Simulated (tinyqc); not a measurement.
Complex band structure along [001] in sp3s* tight binding, step by step. Values are carried at full precision from step to step, so a last printed digit may differ when a step is redone from the rounded ones.

For k = (0, 0, kz) the phase sums are g0 = cos(phi) and g3 = i sin(phi), phi = kz a/4, and the s, pz, s* orbitals of anion (a) and cation (c) decouple from px, py. With z = exp(i phi), H(z) = H0 + z T + T^T/z for any complex z. H0 is diagonal (Esa, Epa, Exa, Esc, Epc, Exc). The anion-cation block is B(z) = z U + W/z and the cation-anion block z W^T + U^T/z, where U has Vss/2 (s,s), Vsapc/2 (s,z), -Vscpa/2 (z,s), Vxx/2 (z,z), Vxapc/2 (s*,z), -Vpaxc/2 (z,s*), and W has the same values with the s-z and s*-z signs reversed. |z| = 1 is a band state, |z| < 1 decays along [001] as exp(-kappa d) over a distance d, kappa = -(4/a) ln|z|. No spin-orbit coupling.

Values chosen for the exercise (out of a larger set: near a published set for GaP, fitted to gaps, whose masses and valley positions are rough (light masses up to twice too heavy); not measured data): p = (-8.166, 1.126, -2.211, 4.123, 8.492, 7.175, -7.509, 2.143, 5.132, 4.267, 6.349, 4.627, 5.126) eV (order Esa, Epa, Esc, Epc, Exa, Exc, Vss, Vxx, Vxy, Vsapc, Vscpa, Vxapc, Vpaxc); dE = 1.75 eV (E - Ev); a = 5.456 angstrom (lattice constant).

## The layer matrices

Parameters in the order Esa, Epa, Esc, Epc, Exa, Exc, Vss, Vxx, Vxy, Vsapc, Vscpa, Vxapc, Vpaxc. Form H0 and T.

diagonal of H0 (eV): sa -8.1660, za 1.1260, s*a 8.4920, sc -2.2110, zc 4.1230, s*c 7.1750

T (eV):
```
          sa      za      s*a       sc      zc      s*c
sa    0.0000  0.0000   0.0000  -3.7545  2.1335   0.0000
za    0.0000  0.0000   0.0000  -3.1745  1.0715  -2.5630
s*a   0.0000  0.0000   0.0000   0.0000  2.3135   0.0000
sc   -3.7545  3.1745   0.0000   0.0000  0.0000   0.0000
zc   -2.1335  1.0715  -2.3135   0.0000  0.0000   0.0000
s*c   0.0000  2.5630   0.0000   0.0000  0.0000   0.0000
```

## Edges at Gamma

At z = 1 the levels follow from the blocks [[Esa, Vss], [Vss, Esc]] and [[Epa, Vxx], [Vxx, Epc]]: Ev is the lower p root, and the direct gap ends at the lower of the upper roots.

Ev = 0.0096 eV
EG (direct gap) = 2.8797 eV

## Complex wave vectors at one energy in the gap

Solve det(H0 - E + z T + T^T/z) = 0 with E = Ev + dE, as the linear problem [[0, 1], [-T^T, E - H0]] x = z [[1, 0], [0, T]] x. Roots come as z, -z, 1/z and conjugates; list those with 0 < |z| < 1 and Re z, Im z >= 0, by falling |z|. Re kz = arg(z)/(pi/2) in units of 2 pi/a, kappa = -(4/a) ln|z|.

Decaying roots:
```
Re z      Im z     |z|  Re kz (2 pi/a)  kappa (1/angstrom)
0.7810  0.0000  0.7810          0.0000              0.1812
0.1018  0.5357  0.5453          0.8804              0.4446
```

The slowest root has kappa = 0.1812 1/angstrom at Re kz = 0.000: a purely imaginary k at Gamma. The probability falls by exp(-2 kappa d), a factor 37.5 over 1 nm.

## The px, py block

For px and py the determinant gives (E - Epa)(E - Epc) = Vxx^2 cos^2(phi) + Vxy^2 sin^2(phi). With phi = i kappa a/4 this is sinh^2(kappa a/4) = ((E - Epa)(E - Epc) - Vxx^2)/(Vxx^2 - Vxy^2), E = Ev + dE. Parameters in the order Esa, Epa, Esc, Epc, Exa, Exc, Vss, Vxx, Vxy, Vsapc, Vscpa, Vxapc, Vpaxc.

sinh^2(kappa a/4) = 0.28006
kappa of the heavy-hole branch = 0.3718 1/angstrom

This branch decays faster than the slowest root of the s-pz block (0.1812), by a factor 2.05 in kappa.

## Checks

- Largest distance of a level of the 6 x 6 block at kz = 0.37 (2 pi/a) from a level of the full matrix, against zero (eV): both 0.000000.

Computed by tinyqc, a small Python program: `OMP_NUM_THREADS=1 python tinyqc.py 1451307 1451308 out.jsonl` (the numbers bound the seed that draws the inputs); one thread of a shared host (Intel(R) Xeon(R) Processor @ 2.30GHz), about 0.01 s for the whole set of steps.
